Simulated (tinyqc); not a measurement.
Surface potential of a MOS transistor: implicit equation and explicit approximations: two steps of the calculation.

p-type body, charge-sheet picture, depletion and inversion only, full ionisation (an idealisation for deep acceptors), Boltzmann statistics (rough once Na exp(x - xn) passes about Nc/7). In units of Vt: xg = (Vg - Vfb)/Vt, x = psi/Vt, G = gamma/sqrt(Vt), xn = (2 phiF + Vc)/Vt. The implicit equation is (xg - x)^2 = G^2 [x - 1 + exp(x - xn)] for x above about 3. Cox = eps0 eox/tox.

Inputs (values chosen for the exercise); band and dielectric values close to those of silicon:
- T = 300 K (temperature)
- eox = 3.9 (relative permittivity of the gate insulator (close to silicon dioxide))
- tox = 4.7 nm (insulator thickness)
- Vc = 0 V (channel-body voltage)

Constants: q = 1.602176634e-19 C, kB = 1.380649e-23 J/K, Vt = kB T/q, eps0 = 8.8541878128e-14 F/cm where lengths are in cm. Results are converted to the units shown.

Question 1. Explicit approximation. Depletion value a = 1 + [sqrt(G^2/4 + xg - 1) - G/2]^2; inversion value b = xn + ln[(xg - xn)^2/G^2 - xn + 1] and first guess y = min(a, b) - ln(1 + exp(-|a - b|)) if a > xn + 1, else b = y = a; one second-order correction with D = exp(y - xn), p = 2 (xg - y) + G^2 (1 + D), w = (xg - y)^2 - G^2 (y - 1 + D): z = y + 2 w/(p + sqrt(p^2 - 2 (2 - G^2 D) w)), or the Newton step z = y + w/p where the root is not real.

G = 0.80911443
xn = 29.588678
xg = 22.048584

Give: a; b; y; p; w; z.

Answer 1.

a = 18.649
b = 18.649
y = 18.649
p = 7.4530
w = -1.1619e-5
z = 18.649

The root of the implicit equation is x = 18.6494; y misses it by 1.6e-6 and z by 0, in units of Vt (Newton branch).

Question 2. Potential, charges and gate control. psi = Vt x; N_dep = Cox Vt G sqrt(x - 1)/q; N_inv = (Cox Vt G/q) [sqrt(x - 1 + exp(x - xn)) - sqrt(x - 1)]; dpsi/dVg = 1/[1 + G^2 (1 + exp(x - xn))/(2 (xg - x))].

converged x = 18.649397
G = 0.80911443
xn = 29.588678
xg = 22.048584

Wanted: psi; N_dep; N_inv; dpsi/dVg.

Answer 2.

psi = 0.48212 V
N_dep = 4.0297e11 cm^-2
N_inv = 2.0260e5 cm^-2
dpsi/dVg = 0.91216

psi lies 11 Vt below 2 phiF + Vc.

Numbers from tinyqc (`OMP_NUM_THREADS=1 python tinyqc.py 2122048 2122049 out.jsonl`; about 0.01 s on one thread of a shared Intel Xeon 2.30GHz).
